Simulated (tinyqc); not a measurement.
# MOSFET in the linear regime without short-channel effects, parameter extraction from computed curves: two studies

Inversion charge Q = Cox n Vt W0(exp((Vg - VT)/(n Vt))), W0 the Lambert function and n = nf; u = Q/Cox; mobility mu = mu0/(1 + th1 u + th2 u^2); channel resistance Rch = (L - dL)/(W mu Q); Id = Vd/(Rch + Rsd/W). Cox = eps0 eox/tox. Small Vd, no channel-length or drain effects.

Inputs (values chosen for the exercise); channel values of the order met in silicon transistors:
```
symbol,value,unit,meaning
T,77,K,temperature
eox,25.7,,relative permittivity of the gate insulator (close to zirconium oxide)
tox,5.1,nm,insulator thickness
mu0,120,cm^2/(V s),low-field mobility
th1,0.23,1/V,first mobility attenuation factor
th2,0,1/V^2,second mobility attenuation factor
VT,0.53,V,threshold voltage
nf,1.35,,body factor
W,1,um,gate width
L,0.21,um,drawn gate length
dL,0.011,um,drawn less effective length
Rsd,210,ohm um,source plus drain resistance
Vd,0.02,V,drain voltage
```

Constants: q = 1.602176634e-19 C, kB = 1.380649e-23 J/K, Vt = kB T/q, eps0 = 8.8541878128e-14 F/cm where lengths are in cm. Results are converted to the units shown.

Each table varies one quantity; the others keep the values above.

## Extraction methods against the second mobility attenuation factor

From the continuous curve Id(Vg): tangent at peak gm (V_ext = Vg - Id/gm); constant current Id = 0.1 uA W/L; peak of d2Id/dVg2; Y = Id/sqrt(gm) drawn through Vg = VT + 0.6 and VT + 0.8 V, with intercept VT_Y and slope s. Mobilities gm,max L/(W Cox Vd) and s^2 L/(W Cox Vd) with the drawn L. Last column: share of Rsd/W in the total resistance at VT + 0.8 V.

Extraction methods against the second mobility attenuation factor:

| th2 (1/V^2) | V_ext (V) | constant current (V) | second derivative (V) | VT_Y (V) | mobility from gm (cm^2/(V s)) | mobility from Y (cm^2/(V s)) | series share (%) |
|---|---|---|---|---|---|---|---|
| 0 | 0.535 | 0.539 | 0.528 | 0.555 | 101 | 123 | 26.8 |
| 0.06 | 0.535 | 0.539 | 0.528 | 0.572 | 101 | 134 | 26.2 |
| 0.12 | 0.535 | 0.539 | 0.528 | 0.590 | 101 | 145 | 25.7 |
| 0.18 | 0.535 | 0.539 | 0.528 | 0.607 | 100 | 158 | 25.1 |
| 0.24 | 0.535 | 0.539 | 0.528 | 0.625 | 100 | 173 | 24.6 |
| 0.3 | 0.535 | 0.539 | 0.528 | 0.642 | 100 | 189 | 24.2 |
| 0.36 | 0.535 | 0.539 | 0.528 | 0.660 | 100 | 208 | 23.7 |

What does the table show?

The model has VT = 0.53 V and mu0 = 120 cm^2/(V s). Over the table the extracted thresholds move by under 0.5 mV (tangent), under 0.5 mV (constant current), under 0.5 mV (second derivative), 110 mV (Y function). The mobility from gm falls from 101 to 100 and that from Y rises from 123 to 208 cm^2/(V s).

## Extraction methods against the source plus drain resistance

Same model as above.

Result of one run:

| Rsd (ohm um) | V_ext (V) | constant current (V) | second derivative (V) | VT_Y (V) | mobility from gm (cm^2/(V s)) | mobility from Y (cm^2/(V s)) | series share (%) |
|---|---|---|---|---|---|---|---|
| 100 | 0.537 | 0.539 | 0.528 | 0.555 | 105 | 123 | 14.8 |

What becomes of these results when the source plus drain resistance Rsd is changed from 100 to 0 ohm um, all else the same?

Result of the changed run:

| Rsd (ohm um) | V_ext (V) | constant current (V) | second derivative (V) | VT_Y (V) | mobility from gm (cm^2/(V s)) | mobility from Y (cm^2/(V s)) | series share (%) |
|---|---|---|---|---|---|---|---|
| 0 | 0.541 | 0.539 | 0.528 | 0.555 | 112 | 123 | 0 |

The whole series:

| Rsd (ohm um) | V_ext (V) | constant current (V) | second derivative (V) | VT_Y (V) | mobility from gm (cm^2/(V s)) | mobility from Y (cm^2/(V s)) | series share (%) |
|---|---|---|---|---|---|---|---|
| 0 | 0.541 | 0.539 | 0.528 | 0.555 | 112 | 123 | 0 |
| 50 | 0.539 | 0.539 | 0.528 | 0.555 | 108 | 123 | 8.01 |
| 100 | 0.537 | 0.539 | 0.528 | 0.555 | 105 | 123 | 14.8 |
| 200 | 0.535 | 0.539 | 0.528 | 0.555 | 101 | 123 | 25.8 |
| 400 | 0.533 | 0.539 | 0.527 | 0.555 | 94.8 | 123 | 41.1 |
| 800 | 0.530 | 0.539 | 0.527 | 0.555 | 86.3 | 123 | 58.2 |
| 1500 | 0.527 | 0.539 | 0.526 | 0.555 | 76.6 | 123 | 72.3 |

The model has VT = 0.53 V and mu0 = 120 cm^2/(V s). Over the table the extracted thresholds move by 14 mV (tangent), 0.66 mV (constant current), 1.5 mV (second derivative), under 0.5 mV (Y function). The mobility from gm falls from 112 to 76.6 and that from Y stays near 123 cm^2/(V s). Y cancels the series resistance, which multiplies Id and sqrt(gm) by the same factor.

Computed by the program tinyqc: `OMP_NUM_THREADS=1 python tinyqc.py 2210116 2210117 out.jsonl`, one thread of a shared Intel Xeon 2.30GHz, about 0.01 s for the whole run.
